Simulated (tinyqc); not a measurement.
Thin-body transistor below threshold, two-dimensional Poisson equation on a small mesh: two steps of the calculation.

A thin body on a thick buried insulator of low permittivity, taken as carrying no normal field at the bottom of the body (row 0). Mobile charge is neglected (subthreshold), the body is fully depleted, and potentials are counted from the intrinsic level; rows run upward to the gate, columns from source to drain.

Task 1. The linear system. Unknowns (row, column) in the order listed; A has up + dn + 2 lat on the diagonal and -up, -dn, -lat towards free neighbours; b holds s and the terms of fixed neighbours. Fixed values: gate row Vg - Vfb; column 0 at Vbi and the last column at Vbi + Vd in the semiconductor, each running linearly to Vg - Vfb across the insulator.

fixed values (free nodes shown as 0) (V):
```
              j=0         j=1         j=2         j=3         j=4
row 0  0.50000000  0.00000000  0.00000000  0.00000000  0.80000000
row 1  0.50000000  0.00000000  0.00000000  0.00000000  0.80000000
row 2  0.10000000  0.10000000  0.10000000  0.10000000  0.10000000
```

```
row         up     dn        lat  s (V)
0        13.34      0  5.0434783      0
1    42.166667  13.34  10.782609      0
```

Wanted: A; b.

Result 1.

A:
```
         (0,1)    (0,2)    (0,3)    (1,1)    (1,2)    (1,3)
(0,1)   23.427   -5.043    0.000  -13.340    0.000    0.000
(0,2)   -5.043   23.427   -5.043    0.000  -13.340    0.000
(0,3)    0.000   -5.043   23.427    0.000    0.000  -13.340
(1,1)  -13.340    0.000    0.000   77.072  -10.783    0.000
(1,2)    0.000  -13.340    0.000  -10.783   77.072  -10.783
(1,3)    0.000    0.000  -13.340    0.000  -10.783   77.072
```

b (V): (0,1) 2.522, (0,2) 0.000, (0,3) 4.035, (1,1) 9.608, (1,2) 4.217, (1,3) 12.843

Task 2. Over-relaxation sweep (omega = 1.1). Free nodes: rows 0..1, columns 1..3, taken row by row from row 0, left to right. t = (up psi(above) + dn psi(below) + lat [psi(left) + psi(right)] + s)/(up + dn + 2 lat), with the newest neighbours; psi(new) = psi + 1.1 (t - psi).

psi at the start (fixed values on the edges, free nodes at the gate value) (V):
```
              j=0         j=1         j=2         j=3         j=4
row 0  0.50000000  0.10000000  0.10000000  0.10000000  0.80000000
row 1  0.50000000  0.10000000  0.10000000  0.10000000  0.80000000
row 2  0.10000000  0.10000000  0.10000000  0.10000000  0.10000000
```

```
row         up     dn        lat  s (V)
0        13.34      0  5.0434783      0
1    42.166667  13.34  10.782609      0
```

Give: psi after iteration 1.

Result 2.

psi after iteration 1 (V):
```
          j=0     j=1     j=2     j=3     j=4
row 0  0.5000  0.1947  0.1224  0.2711  0.8000
row 1  0.5000  0.1796  0.1165  0.2428  0.8000
row 2  0.1000  0.1000  0.1000  0.1000  0.1000
```

Program tinyqc, `OMP_NUM_THREADS=1 python tinyqc.py 2480007 2480008 out.jsonl`; Intel Xeon 2.30GHz, shared host, one thread, about 0.09 s.
